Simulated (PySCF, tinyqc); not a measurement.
Inside a calculation. Method: MP2 on RHF in the sto-3g basis, for H6, spin multiplicity 1. The lowest restricted solution is unstable here: a spin-polarised one lies 0.0472 hartree lower (PySCF). One step of it, computed by the program tinyqc.

Problem. Iteration 7 (converged): orbitals. Diagonalise F' = X^T F X, C = X C', fill 3 alpha and 3 beta electrons from the bottom; D = 2 C_occ C_occ^T. Each column has its largest component positive (the first on a tie).

converged F (hartree), order 1H 1s, 2H 1s, 3H 1s, 4H 1s, 5H 1s, 6H 1s:
```
[[-0.209432, -0.423809, -0.157586, 0.003434, 0.003563, -0.015063],
 [-0.423809, -0.359882, -0.467674, -0.153573, -0.029771, 0.003552],
 [-0.157586, -0.467674, -0.365040, -0.426396, -0.153316, 0.003369],
 [0.003434, -0.153573, -0.426396, -0.364642, -0.467111, -0.157584],
 [0.003563, -0.029771, -0.153316, -0.467111, -0.359750, -0.424257],
 [-0.015063, 0.003552, 0.003369, -0.157584, -0.424257, -0.209745]]
```

X, order 1H 1s, 2H 1s, 3H 1s, 4H 1s, 5H 1s, 6H 1s:
```
[[1.090075, -0.281681, 0.058726, -0.008164, 0.002008, -0.000350],
 [-0.281681, 1.267869, -0.403968, 0.066942, -0.014260, 0.002014],
 [0.058726, -0.403968, 1.277192, -0.320501, 0.066895, -0.008180],
 [-0.008164, 0.066942, -0.320501, 1.276689, -0.403348, 0.058730],
 [0.002008, -0.014260, 0.066895, -0.403348, 1.267652, -0.282054],
 [-0.000350, 0.002014, -0.008180, 0.058730, -0.282054, 1.090323]]
```

Give: F' = X^T F X; orbital energies; coefficients C; D after iteration 7.

Solution.

F' = X^T F X (hartree):
```
[[-0.0235, -0.4322, 0.0677, 0.0209, 0.0046, -0.0189],
 [-0.4322, 0.0866, -0.4935, 0.0785, -0.0160, 0.0046],
 [0.0677, -0.4935, 0.0893, -0.4584, 0.0785, 0.0208],
 [0.0209, 0.0785, -0.4584, 0.0891, -0.4928, 0.0677],
 [0.0046, -0.0160, 0.0785, -0.4928, 0.0865, -0.4327],
 [-0.0189, 0.0046, 0.0208, 0.0677, -0.4327, -0.0233]]
```

orbital energies (hartree): [-0.6651, -0.5275, -0.2702, 0.1483, 0.5944, 1.0248]

coefficients C, order 1H 1s, 2H 1s, 3H 1s, 4H 1s, 5H 1s, 6H 1s:
```
[[0.1425, -0.3159, 0.5196, 0.6281, -0.5862, 0.3782],
 [0.2910, -0.4252, 0.2435, -0.2642, 0.8585, -0.8504],
 [0.3723, -0.1947, -0.4187, -0.4844, -0.4489, 1.0570],
 [0.3719, 0.1945, -0.4193, 0.4852, -0.4486, -1.0558],
 [0.2905, 0.4258, 0.2429, 0.2636, 0.8594, 0.8492],
 [0.1425, 0.3167, 0.5189, -0.6275, -0.5876, -0.3782]]
```

D after iteration 7, order 1H 1s, 2H 1s, 3H 1s, 4H 1s, 5H 1s, 6H 1s:
```
[[0.7800, 0.6045, -0.2060, -0.4525, 0.0662, 0.3797],
 [0.6045, 0.6495, 0.1783, -0.1531, -0.0747, 0.0663],
 [-0.2060, 0.1783, 0.7036, 0.5523, -0.1528, -0.4517],
 [-0.4525, -0.1531, 0.5523, 0.7038, 0.1780, -0.2059],
 [0.0662, -0.0747, -0.1528, 0.1780, 0.6494, 0.6045],
 [0.3797, 0.0663, -0.4517, -0.2059, 0.6045, 0.7796]]
```
